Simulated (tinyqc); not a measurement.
From results back to parameters: deformation-potential model of the Delta valleys of a conduction band. Five cases, with inputs chosen for the exercise.

Problem. An ellipsoidal valley with ml > mt has the density-of-states mass m_d = (ml mt^2)^(1/3) and, averaged over equivalent valleys, the conductivity mass m_c = 3/(1/ml + 2/mt).

Find: K = ml/mt; mt; ml.

Method. With K = ml/mt, m_d/m_c = K^(1/3) (2 + 1/K)/3, which rises steadily for K > 1 and so fixes K; then mt = m_d K^(-1/3) and ml = K mt.

Case 1.

m_d = 0.3233951 m0
m_c = 0.2616884 m0

Solution.

K = ml/mt = 4.705
mt = 0.193 m0
ml = 0.908 m0

Case 2.

m_d = 0.3228525 m0
m_c = 0.2634733 m0

Solution.

K = ml/mt = 4.538
mt = 0.195 m0
ml = 0.885 m0

Case 3.

m_d = 0.3144006 m0
m_c = 0.2498637 m0

Solution.

K = ml/mt = 5.071
mt = 0.183 m0
ml = 0.928 m0

Case 4.

m_d = 0.3167736 m0
m_c = 0.2543387 m0

Solution.

K = ml/mt = 4.861
mt = 0.187 m0
ml = 0.909 m0

Case 5.

m_d = 0.3320076 m0
m_c = 0.2675530 m0

Solution.

K = ml/mt = 4.787
mt = 0.197 m0
ml = 0.943 m0

Computed by tinyqc, one run a case: `OMP_NUM_THREADS=1 python tinyqc.py N N+1 out.jsonl` with N = 1081169, 1081176, 1081507, 1081534, 1081589; one thread of a shared Intel(R) Xeon(R) Processor @ 2.30GHz, about 0.04 s a run at most.
